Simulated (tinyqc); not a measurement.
## Capacitances against the distance to each plane

Endless row of lines of width wl, height tl and space sl between grounded planes at distance hd; e2 fills the gaps beside the lines, e1 the rest. Laplace's equation is solved on meshes of 3, 6 and 12 steps per unit u and extrapolated (Aitken), which is good to about 0.2 %. C_even (all lines at 1 V) is the capacitance Cg to the planes; C_odd (neighbours in antiphase) = Cg + 4 Cc if only nearest neighbours couple, which defines Cc; total with quiet neighbours Cg + 2 Cc. Plate values 2 eps0 e1 wl/hd and eps0 e2 tl/sl.

Values chosen for this exercise: relative permittivity above and below the lines e1 = 2.4; relative permittivity between the lines e2 = 3.9; line width, in units u wl = 6 u; line height tl = 6 u; space between lines sl = 4 u.

Constants: eps0 = 8.8541878128e-12 F/m. Results are converted to the units shown.

The same in every row: plate Cc (aF/um) = 51.8.

Results:
```
hd (u),Cg (aF/um),Cc (aF/um),Cg + 2 Cc (aF/um),C_odd (aF/um),plate Cg (aF/um),"share of coupling, 2 Cc/(Cg + 2 Cc) (%)"
2,194,47.3,289,384,128,32.8
4,101,56.3,214,326,63.8,52.6
5,81.9,59.2,200,318,51.0,59.1
6,68.6,61.5,192,314,42.5,64.2
8,51.9,64.9,182,311,31.9,71.4
10,41.7,67.2,176,310,25.5,76.3
```

Estimate the missing row, hd = 3 u.

Computed row:
```
hd (u),Cg (aF/um),Cc (aF/um),Cg + 2 Cc (aF/um),C_odd (aF/um),plate Cg (aF/um),"share of coupling, 2 Cc/(Cg + 2 Cc) (%)"
3,133,52.5,238,343,85.0,44.1
```

With this row back in the table: As hd goes from 2 to 10, Cg falls from 194 to 41.7 aF/um, Cc rises from 47.3 to 67.2 aF/um and the share of coupling rises from 32.8 to 76.3 %. Cg is 1.52 times its plate value in the first row and 1.64 times in the last; for Cc the ratios are 0.914 and 1.30. Neighbours in antiphase raise the load by a factor of 1.33 and 1.76 over quiet ones. For hd = 10 the planes are farther than 0.8 of the pitch, so second neighbours couple too and Cg + 2 Cc understates the quiet load by a per cent or more.

tinyqc, about 0.6 s, one thread, Intel Xeon 2.30GHz (shared host): `OMP_NUM_THREADS=1 python tinyqc.py 2790165 2790166 out.jsonl`
